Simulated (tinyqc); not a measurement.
## Permittivity and interlayer from two capacitances

Inverse problem. A two-layer stack has Cox = eps0/(t1/e1 + t2/e2) and EOT = 3.9 eps0/Cox. Find e2, the EOT of layer 1 and, with e1 given, t1.

Inputs (values chosen for the exercise): relative permittivity of layer 1 e1 = 8.65.

Constants: eps0 = 8.8541878128e-14 F/cm where lengths are in cm. Results are converted to the units shown.

Cox at t2 = 1.9 and 8 nm (uF/cm^2): [7.0972511, 2.3497048]

Solution. EOT is linear in t2 with slope 3.9/e2, and its intercept is the EOT of layer 1.

e2 = 24.20
EOT of layer 1 = 0.1803 nm
t1 = 0.4000 nm

tinyqc, about 0.01 s, one thread, Intel Xeon 2.30GHz (shared host): `OMP_NUM_THREADS=1 python tinyqc.py 2010040 2010041 out.jsonl`
